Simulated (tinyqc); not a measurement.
# From allowed |dT| back to temperature T

Model: thermal and gravitational stress in a wafer during furnace and rapid thermal processing, and the onset of slip. Computed by tinyqc, a small Python program. Command: `OMP_NUM_THREADS=1 python tinyqc.py 3002778 3002779 out.jsonl slip inv`. One thread of a shared host (Intel(R) Xeon(R) Processor @ 2.30GHz), about 0.01 s of CPU time with the checks.

A thin free disc in plane stress, isotropic; T(r) = T_centre + dT (r/R)^n with n = 2. Stress is positive in tension; sigma_SB = 5.670374419e-8 W/(m^2 K^4), g = 9.80665 m/s^2.

Inputs (values chosen for the exercise, modelled on silicon): Young's modulus E = 156 GPa; expansion alpha = 4.45 1e-6/K; edge less centre temperature dT = -32 K; prefactor A of the critical stress = 0.00057 MPa; energy U of the critical stress = 1.01 eV.

Temperature profile: parabolic.

Constants: k_B = 8.617333262e-05 eV/K.

Method. With x = r/R: s_rr = alpha E dT (1 - x^n)/(n + 2), s_tt = alpha E dT [1 - (n + 1) x^n]/(n + 2). Critical resolved stress tau_c = A exp(U/(k_B T)), a form chosen for the exercise; slip when 0.492799 |s_tt(R)| > tau_c; allowed |dT| = tau_c (n + 2)/(0.492799 n alpha E).

Problem. A run gave the result below. Find the temperature T, known to lie between 1100 and 1600 K.

allowed |dT| = 18.5473 K

Solution.

Each step takes the trial c = (a f_b - b f_a)/(f_b - f_a), f being the result less the target and a, b, c the logarithms of the listed values; c replaces end b, the old b replaces a if the sign of f changed, and otherwise f_a is halved.

Scan of the range:
```
temperature T (K)  allowed |dT| (K)
1100                        141.313
1170                         74.701
1250                         39.345
1330                         22.385
1410                         13.577
1500                          8.245
1600                          5.060
```

False position (Illinois rule, in the logarithm of the input) inside the bracket:
```
step    end a    end b    trial  allowed |dT| (K)
1     1330.00  1410.00  1364.28           17.9383
2     1330.00  1364.28  1355.94           18.9116
3     1364.28  1355.94  1359.06           18.5406
4     1355.94  1359.06  1359.00           18.5472
5     1355.94  1359.00  1359.00           18.5474
6     1359.00  1359.00  1359.00           18.5473
```

Allowed |dT| falls at every point of a 13-point scan of the range (every second point is shown), so one value fits; it is bracketed by 1330 and 1410. Answer: temperature T = 1359 K.
